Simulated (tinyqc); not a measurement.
Ionisation potential and affinity of a slab from the planar-averaged potential: one step. The potential line-up.

Parameters, chosen for this exercise (out of a larger set: gap near that of Si; not measured data): h = 0.3 angstrom (grid step).

macroscopic average (eV): -3.69000  -4.71469  -5.64460  -6.37470  -6.84991  -7.10375  -7.23163  -7.30862  -7.35336  -7.37215  -7.37801  -7.37946  -7.37978  -7.37990  -7.37996  -7.37998  -7.37996  -7.37990  -7.37978  -7.37946  -7.37801  -7.37215  -7.35336  -7.30862  -7.23163  -7.10375  -6.84991  -6.37470  -5.64460  -4.71469  -3.69000  -2.66531  -1.73540  -1.00530  -0.53009  -0.27625  -0.14837  -0.07139  -0.02665  -0.00786  -0.00203  -0.00064  -0.00044  -0.00064  -0.00203  -0.00786  -0.02665  -0.07139  -0.14837  -0.27625  -0.53009  -1.00530  -1.73540  -2.66531

Problem. Read the macroscopic average in the middle of each region, j = 15 and j = 42, and its slope in A by a central difference over two points each way.

Give: plateau in A; plateau in vacuum; dV = vacuum - A; slope in A.

Solution.

plateau in A = -7.380 eV
plateau in vacuum = 0.000 eV
dV = vacuum - A = 7.380 eV
slope in A = 0.000 eV/angstrom

The plateaus are flat, so the line-up is well defined.

(tinyqc, `OMP_NUM_THREADS=1 python tinyqc.py 1880802 1880803 out.jsonl`, Intel(R) Xeon(R) Processor @ 2.30GHz, 1 thread, shared host, about 0.01 s.)
